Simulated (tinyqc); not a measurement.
One-electron ion in a basis of Gaussians, step by step. One step of it, computed by the program tinyqc.

Question. Matrices over normalised Gaussians. With p = a_i + a_j and I(k) = Gamma((k+1)/2) / (2 p^((k+1)/2)): S = I(2l+2), T = (2l+3) a_i a_j S / p, V = -Z I(2l+1), each divided by sqrt(S_ii S_jj).

exponents of r^l exp(-a r^2) (1/bohr^2): 0.482900  1.173000  2.848000  6.918000

Z = 3

l = 0

Give: S; T; V.

Answer.

S, lower triangle:
```
        1       2       3       4
1  1.0000
2  0.8667  1.0000
3  0.5909  0.8668  1.0000
4  0.3471  0.5909  0.8667  1.0000
```

T (hartree), lower triangle:
```
        1       2       3        4
1  0.7244
2  0.8894  1.7595
3  0.7319  2.1605  4.2720
4  0.4701  1.7779  5.2455  10.3770
```

V (hartree), lower triangle:
```
         1        2        3         4
1  -3.3267
2  -3.7753  -5.1849
3  -3.6505  -5.8839  -8.0791
4  -3.1968  -5.6896  -9.1684  -12.5916
```
